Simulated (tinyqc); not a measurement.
Effective-mass impurity with a central-cell term, in a basis of Slater functions: one step, computed by the program tinyqc. Command: `OMP_NUM_THREADS=1 python tinyqc.py 3011270 3011271 out.jsonl centralcell walk`. One thread of a shared host (Intel(R) Xeon(R) Processor @ 2.30GHz), about 0.01 s of CPU time with the checks.

The envelope obeys H = -nabla^2 - (2/r) [Z + A exp(-kappa r)] in effective units, with kappa = a*/lambda; positive A deepens the well near the core.

Task: Generalised eigenproblem. (T + V + W) c = E S c with c^T S c = 1 and the largest component positive.

Inputs (values chosen for the exercise, with screening close to that of beta-Ga2O3): charge Z of the core = 2.

Impurity: acceptor, one isotropic band.

kinetic T (Ry*), lower triangle (symmetric):
```
           1         2         3         4
1     0.2116
2  0.4003224  1.542564
3  0.4263447  2.918350  11.24529
4  0.3288465  3.108053  21.27477  81.97818
```

Coulomb V (Ry*), lower triangle (symmetric):
```
           1          2          3          4
1      -1.84
2  -2.385174     -4.968
3  -2.107949  -6.439969   -13.4136
4  -1.502407  -5.691462  -17.38792  -36.21672
```

central cell W (Ry*), lower triangle (symmetric):
```
            1          2         3         4
1  0.02886303
2  0.09070115  0.2998827
3   0.1974325  0.7097100  1.953310
4   0.2677297   1.054475  3.500573  8.342192
```

overlap S, lower triangle (symmetric):
```
          1         2         3         4
1  1.000000
2  0.700697  1.000000
3  0.276387  0.700697  1.000000
4  0.078956  0.276387  0.700697  1.000000
```

Give: two lowest levels; coefficients of the lowest state; <T>; <W>.

Result:

two lowest levels (Ry*): -3.293  -0.868

coefficients of the lowest state: -0.1730  0.9577  0.2100  -0.0271

<T> = 2.587 Ry*

<W> = 0.5172 Ry*

Caution: the effective Bohr radius is only a few bond lengths, so the envelope approximation is rough.
